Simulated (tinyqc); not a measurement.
# Threshold-voltage variability of a planar MOSFET, analytic estimates, step by step

tinyqc, about 0.01 s, one thread, Intel Xeon 2.30GHz (shared host): `OMP_NUM_THREADS=1 python tinyqc.py 2090047 2090048 out.jsonl` Printed values are rounded.

Three independent sources add in quadrature: random dopants in the depleted layer, metal-gate grains of two orientations, and roughness of the two gate edges acting through the roll-off VT = VT(long) - Vr exp(-L/l). These are first-order estimates: no three-dimensional electrostatics, no percolation.

Values chosen for this exercise; material values close to those of silicon:

| symbol | value | unit | meaning |
|---|---|---|---|
| T | 273 | K | temperature |
| Eg | 1.13 | eV | band gap |
| eps_r | 11.8 |  | relative permittivity of the semiconductor |
| Nc | 2.44e19 | cm^-3 | conduction-band density of states at T |
| Nv | 2.29e19 | cm^-3 | valence-band density of states at T |
| Na | 2.3e18 | cm^-3 | channel doping |
| ti | 2 | nm | oxide-equivalent thickness in inversion |
| L | 90 | nm | gate length |
| W | 260 | nm | gate width |
| G | 7 | nm | metal grain size |
| dW | 0.2 | eV | work-function difference of the two grain orientations |
| p | 0.5 |  | share of the orientation of higher work function |
| De | 1.7 | nm | rms roughness of one gate edge |
| La | 20 | nm | correlation length of the roughness |
| l | 17 | nm | decay length of the threshold roll-off |
| Vr | 1.5 | V | prefactor of the roll-off |
| n | 1.41 |  | subthreshold factor |
| gI | 25 | 1/V | gm/I of a matched pair |
| sb | 2.2 | % | spread of the gain factor of one device |
| Nb | 1048576 |  | number of cells |
| Y | 0.66 |  | wanted yield |

Constants: q = 1.602176634e-19 C, kB = 1.380649e-23 J/K, Vt = kB T/q, eps0 = 8.8541878128e-14 F/cm where lengths are in cm. Results are converted to the units shown.

Range of the model: gI s exceeds 0.2, so the linear formula for the current mismatch is only a rough guide.

## Random dopants

ni = sqrt(Nc Nv) exp(-Eg/(2 Vt)), Eg in volts; Cox = 3.9 eps0/ti; Wd = sqrt(4 eps0 eps_r Vt ln(Na/ni)/(q Na)); dopants: s1 = (q/Cox) sqrt(Na Wd/(3 L W)). The slope A1 = s1 sqrt(L W); mean number of dopants Na L W Wd.

Cox = 1.72657 uF/cm^2
Wd = 24.0542 nm
mean number of dopants = 1294.60
A1 = 1.26016 mV um
s1 = 8.23793 mV

Counting alone, 1/sqrt(N) of the depletion voltage q Na Wd/Cox = 513 mV, would give sqrt(3) times more: dopants deep in the layer act less on the surface.

## Metal grains and edge roughness

Grains: Ng = L W/G^2 (at least 1), s2 = dW sqrt(p (1 - p)/Ng). Edges, with exponential correlation and u = W/La: the mean gate length has sL^2 = 2 De^2 (2/u)[1 - (1 - exp(-u))/u]; s3 = sL (Vr/l) exp(-L/l).

Ng = 477.551
s2 = 4.57604 mV
sL = 0.905996 nm
dVT/dL = 0.443033 mV/nm
s3 = 0.401386 mV

## Total spread, mismatch and leakage

s = sqrt(s1^2 + s2^2 + s3^2). For a pair: s(dVT) = sqrt(2) s; current mismatch sqrt(2) sqrt((gI s)^2 + sb^2); input offset = current mismatch/gI. For a Gaussian VT the off current is log-normal with mean/median = exp(s^2/(2 (n Vt)^2)).

s = 9.43211 mV
s(dVT) = 13.3390 mV
current mismatch = 33.4924 %
input offset = 13.3969 mV
mean/median of Ioff = 1.04126

The dopants give 76.3 % of the variance; without them s would be 4.59 mV. A current mismatch this large is beyond the linear estimate.

## Iteration 1: margin in standard deviations for the wanted yield

k at the start = 2

Cells fail independently with probability Q(k) = erfc(k/sqrt(2))/2 when the margin is k standard deviations, and Y = exp(-Nb Q(k)). phi = exp(-k^2/2)/sqrt(2 pi). Newton steps on ln Q(k) = ln(-ln(Y)/Nb): k(new) = k + [ln Q - ln(-ln(Y)/Nb)] Q/phi.

Q(k) = 0.0227501
phi = 0.0539910
k after iteration 1 = 6.61736

## Iteration 2: margin in standard deviations for the wanted yield

As before.

Q(k) = 1.82833e-11
phi = 1.23636e-10
k after iteration 2 = 5.14095

## Course of the iteration: margin in standard deviations for the wanted yield

Stop when k changes by less than 1e-9, or after 30 iterations.

Course of the iteration:
```
iteration	k	|change|
1	6.61736	4.62
2	5.14095	1.48
3	4.94097	0.200
4	4.93720	3.77e-3
5	4.93720	1.34e-6
6	4.93720	< 1e-12
```

Converged in 6 iterations. At the end the number of correct digits about doubles with each step. With s(dVT) = 13.3 mV, 4.94 standard deviations are 65.9 mV.
